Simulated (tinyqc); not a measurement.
# Polarisation charge from two barrier thicknesses

Inverse problem. VT = phiB - dEc - q sigma d/(eps0 eps_r). Find sigma, phiB - dEc and the thickness at which VT = 0.

Values chosen for this exercise: relative permittivity of barrier and channel eps_r = 9.4.

Constants: q = 1.602176634e-19 C, eps0 = 8.8541878128e-14 F/cm where lengths are in cm. Results are converted to the units shown.

VT for d = 15 and 21 nm (V): [-2.7383883, -4.1644076]

Answer. VT is linear in d.

sigma = 1.23e13 cm^-2
phiB - dEc = 0.827 V
thickness for VT = 0 = 3.48 nm

Numbers from tinyqc (`OMP_NUM_THREADS=1 python tinyqc.py 2570020 2570021 out.jsonl`; about 0.01 s on one thread of a shared Intel Xeon 2.30GHz).
